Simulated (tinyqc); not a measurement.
From results back to parameters: defect, radiative and Auger recombination at equal electron and hole densities (ABC model). Four cases, with inputs chosen for the exercise.

Problem. The peak efficiency, the current at the peak and the differential lifetime there, tau_p = 1/(Ae + 2 B n_p + 3 C n_p^2), are given; Ae, B and C are hidden. n_p = sqrt(Ae/C), Q = B/sqrt(Ae C), IQE_max = Q/(Q + 2).

J/(e d) = Ae n + B n^2 + C n^3 with Ae = A + 4 S/w (four side walls, carriers spread evenly), e = 1.602176634e-19 C, lengths in cm; internal efficiency IQE = B n^2/(Ae n + B n^2 + C n^3); all injected carriers recombine in the layer.

Case 1.

Values chosen (out of a larger set: orders of magnitude like those quoted for Si; not measured data): d = 150000 nm (active thickness).

IQE_max = 0.0387271
J at the peak = 7.01866 A/cm^2
tau_p = 22244.1 ns

Case 2.

Values chosen (out of a larger set: orders of magnitude like those quoted for Si; not measured data): d = 210000 nm (active thickness).

IQE_max = 0.0161528
J at the peak = 6.54397 A/cm^2
tau_p = 18920.1 ns

Case 3.

Values chosen (out of a larger set: orders of magnitude like those quoted for GaN; not measured data): d = 2.4 nm (active thickness).

IQE_max = 0.523515
J at the peak = 1.70509 A/cm^2
tau_p = 47.6485 ns

Case 4.

Values chosen (out of a larger set: orders of magnitude like those quoted for Si; not measured data): d = 200000 nm (active thickness).

IQE_max = 0.0130976
J at the peak = 81.0455 A/cm^2
tau_p = 5140.12 ns

Find: Q; Ae; n_p; B; C.

Solution. Q = 2 IQE/(1 - IQE). At the peak B n = Q Ae and C n^2 = Ae, so 1/tau_p = Ae (4 + 2Q) and J = e d Ae n_p (2 + Q); B and C follow.

Case 1.

Q = 0.0806
Ae = 1.08e+04 1/s
n_p = 1.30e+17 1/cm^3
B = 6.7e-15 cm^3/s
C = 6.4e-31 cm^6/s

Case 2.

Q = 0.0328
Ae = 1.30e+04 1/s
n_p = 7.36e+16 1/cm^3
B = 5.8e-15 cm^3/s
C = 2.4e-30 cm^6/s

Case 3.

Q = 2.20
Ae = 2.50e+06 1/s
n_p = 4.23e+18 1/cm^3
B = 1.3e-12 cm^3/s
C = 1.4e-31 cm^6/s

Case 4.

Q = 0.0265
Ae = 4.80e+04 1/s
n_p = 2.60e+17 1/cm^3
B = 4.9e-15 cm^3/s
C = 7.1e-31 cm^6/s

Computed by tinyqc, one run a case: `OMP_NUM_THREADS=1 python tinyqc.py N N+1 out.jsonl` with N = 1680730, 1680777, 1680796, 1680819; one thread of a shared Intel(R) Xeon(R) Processor @ 2.30GHz, about 0.01 s a run at most.
